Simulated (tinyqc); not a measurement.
Conduction-band offset of an n-N heterojunction from carrier-profile moments: one step of the calculation.

Layer 1 (x < 0) accumulates electrons and layer 2 (x > 0) is depleted. Boltzmann statistics. The bands bend down by V1 in layer 1 and up by V2 in layer 2, with V1 + V2 = VD = dE + Vt ln[(N2/Nc2)/(N1/Nc1)].

Task. Division of the diffusion potential. Sheet densities from the first integral: Q1 = sqrt((2 eps0 eps_r Vt N1/q)(exp(u1) - u1 - 1)) extra electrons, Q2 = sqrt((2 eps0 eps_r Vt N2/q)(exp(-u2) + u2 - 1)) missing ones, u = V/Vt; neutrality Q1 = Q2 + si. Q1 - Q2 rises steadily with V1, so V1 follows by bisection.

Parameters, values chosen for the exercise; values of the order of III-V alloys:
```
symbol   value   unit                                      meaning
T          300      K                                  temperature
eps_r     12.2                relative permittivity of both layers
Nc1     5.9e17  cm^-3  density of states of the narrow-gap layer 1
Nc2     8.3e17  cm^-3    density of states of the wide-gap layer 2
dE        0.28     eV                       conduction-band offset
N1      1.5e16  cm^-3                     donor density in layer 1
N2        6e16  cm^-3                     donor density in layer 2
si           0  cm^-2                fixed charge at the interface
```

Constants: q = 1.602176634e-19 C, kB = 1.380649e-23 J/K, Vt = kB T/q, eps0 = 8.8541878128e-14 F/cm where lengths are in cm. Results are converted to the units shown.

Give: VD; V1; V2; Q1; n at x = 0-; n at x = 0+.

Result.

VD = 0.30702 V
V1 = 0.091111 V
V2 = 0.21590 V
Q1 = 3.9213e11 cm^-2
n at x = 0- = 5.0897e17 cm^-3
n at x = 0+ = 1.4162e13 cm^-3

n drops across the interface by 35900 = (Nc1/Nc2) exp(dE/Vt).

Range of the model: The accumulated density at the interface nears Nc1, where degeneracy and quantisation set in.

Numbers from tinyqc (`OMP_NUM_THREADS=1 python tinyqc.py 2410040 2410041 out.jsonl`; about 0.08 s on one thread of a shared Intel Xeon 2.30GHz).
